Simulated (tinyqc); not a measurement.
# Worked calculation: cell-based percolation model of oxide breakdown

Computed by the program tinyqc: `OMP_NUM_THREADS=1 python tinyqc.py 2070019 2070020 out.jsonl`, one thread of a shared Intel Xeon 2.30GHz, about 0.01 s for the whole run. Printed values are rounded.

The oxide, of thickness n a, is cut into cubic cells. A cell is defective with the chance l = 1 - exp(-a^3 N), N = N1 (t/1 s)^al. A column of n defective cells breaks the oxide down, and the area holds M = A/a^2 independent columns: 1 - F = (1 - l^n)^M.

Values chosen for this exercise:

| symbol | value | unit | meaning |
|---|---|---|---|
| a | 0.8 | nm | edge of a cell |
| n | 2 |  | cells across the oxide |
| A | 0.05 | um^2 | area |
| al | 0.43 |  | exponent of defect growth |
| N1 | 4.8e17 | cm^-3 | defect density after 1 s |

## Critical defect density

At F = 1 - 1/e: l_c = (1 - exp(-1/M))^(1/n), N_bd = -ln(1 - l_c)/a^3, t63 = (N_bd/N1)^(1/al). W = ln(-ln(1 - F)); for small l, W = ln M + n ln(a^3 N), so the Weibull slope is n al.

thickness = 1.6 nm
M = 78125.0
l_c = 0.00357770
N_bd = 7.00022e18 cm^-3
N_bd times thickness = 1.12004e12 cm^-2
t63 = 508.950 s
n al = 0.86

## The distribution

t, point 0 to 6 (s): 0.011  0.17  2.4  35  230  510  1500

N, l, F and W = ln(-ln(1 - F)) at each time; the slope is taken between the end points.

```
point   N (cm^-3)           l           F         W
0      6.90304e16  3.53429e-5  9.75829e-5  -9.23476
1      2.24044e17  1.14704e-4  0.00102737  -6.88024
2      6.99410e17  3.58034e-4  0.00996474  -4.60370
3      2.21407e18  0.00113296   0.0954169  -2.29978
4      4.97490e18  0.00254391    0.396847  -0.68204
5      7.00642e18  0.00358086    0.632771   0.00177
6      1.11419e19  0.00568843    0.920184   0.92744
```

slope = 0.859522

The slope is 0.056 % below n al, since l grows a little more slowly than N.
